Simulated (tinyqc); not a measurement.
Active against total: solid solubility of a dopant against its melt (retrograde solidus), clustering and the electrically active fraction. Computed by tinyqc, a small Python program. Command: `OMP_NUM_THREADS=1 python tinyqc.py 3001899 3001900 out.jsonl retro walk`. One thread of a shared host (Intel(R) Xeon(R) Processor @ 2.30GHz), about 0.01 s of CPU time with the checks.

Inputs (values chosen for the exercise, of the order of those of tin in silicon for the solubility):
```
quantity,value,unit
atoms per cluster m,2,-
cluster scale N* at 1273 K,4.2e+20,1/cm^3
activation energy E_b of the cluster scale,0.55,eV
anneal temperature T_a,1325,K
prefactor of n_i,3.98e+16,1/(cm^3 K^1.5)
energy E_i in n_i,0.608,eV
```

Clustering: clusters that take up free electrons.

Constants: k_B = 8.617333262e-05 eV/K.

Method. A highly soluble donor (another dopant than that of the solidus) is limited by clustering. Donors N_a are active, and clusters hold m atoms each: N_t = N_a + m C, m C = N* (N_a/N*)^m (n/N*)^m, each atom taking one electron, n = N_a/2 + sqrt(N_a^2/4 + n_i^2), n_i = prefactor x T^1.5 exp(-E_i/(k_B T)), with N*(T) = N*(1273 K) exp[-(E_b/k_B)(1/T - 1/1273)].

Active density (1/cm^3):
```
N_t (1/cm^3),N_a at T_a,fraction,N_a at T_a + 150 K,N_a at T_a - 150 K
1.00e+19,9.9998e+18,0.99998,9.9999e+18,9.9994e+18
3.00e+19,2.9993e+19,0.99976,2.9998e+19,2.9961e+19
1.00e+20,9.9261e+19,0.99261,9.9817e+19,9.5972e+19
2.00e+20,1.9017e+20,0.95085,1.9734e+20,1.6494e+20
5.00e+20,3.6584e+20,0.73168,4.3701e+20,2.6534e+20
1.00e+21,5.0668e+20,0.50668,6.6434e+20,3.4321e+20
2.00e+21,6.5154e+20,0.32577,8.9501e+20,4.2697e+20
5.00e+21,8.6236e+20,0.17247,1.2175e+21,5.5363e+20
```

The exponent d ln N_a/d ln N_t falls from 1.00 to 0.31, towards 1/(2m) = 0.250. At the highest dose a 150 K hotter anneal gives 1.41 times the active density, and a later step 150 K cooler would cut it to 0.64 if it ran to equilibrium: short hot anneals come last.

Extremes, crossings and ranges named in words are read from the listed rows.
